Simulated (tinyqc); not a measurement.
The product rho l across metals: free and nearly free electrons in a metal.

Constants: hbar^2/2m0 = 3.80998211 eV angstrom^2; hbar = 6.58211957e-16 eV s.

Free electrons with m = 1; fcc cells hold 4 atoms and bcc cells 2; n = atoms z/a^3, kF = (3 pi^2 n)^(1/3), rho l = hbar kF/(n e^2), e = 1.602176634e-19 C. Inputs are chosen for the exercise.

Results:
```
case     lattice  a (angstrom)  z  rho (micro-ohm cm)  kF (1/angstrom)  EF (eV)  l (nm)  rho l (1e-16 ohm m^2)
near Na      bcc         4.203  1                5.05            0.927     3.28    28.0                  14.14
near Cu      fcc         3.614  1                1.61            1.359     7.04    40.9                   6.59
near Al      fcc         4.013  3                2.86            1.765    11.87    13.7                   3.90
near Ag      fcc         4.060  1                1.44            1.210     5.57    57.7                   8.31
near K       bcc         5.226  1                7.16            0.746     2.12    30.5                  21.87
near Au      fcc         4.077  1                2.09            1.205     5.53    40.1                   8.38
```

What can be read from this table?

rho l falls as n^(-2/3): it is lowest for the case near Al and highest for near K. The lowest bulk rho belongs to near Ag; in very narrow wires, where rho l rules, the order changes. Real Fermi surfaces depart from spheres, most for the polyvalent and noble metals.

(tinyqc, `OMP_NUM_THREADS=1 python tinyqc.py 1682233 1682234 out.jsonl`, Intel(R) Xeon(R) Processor @ 2.30GHz, 1 thread, shared host, about 0.01 s.)
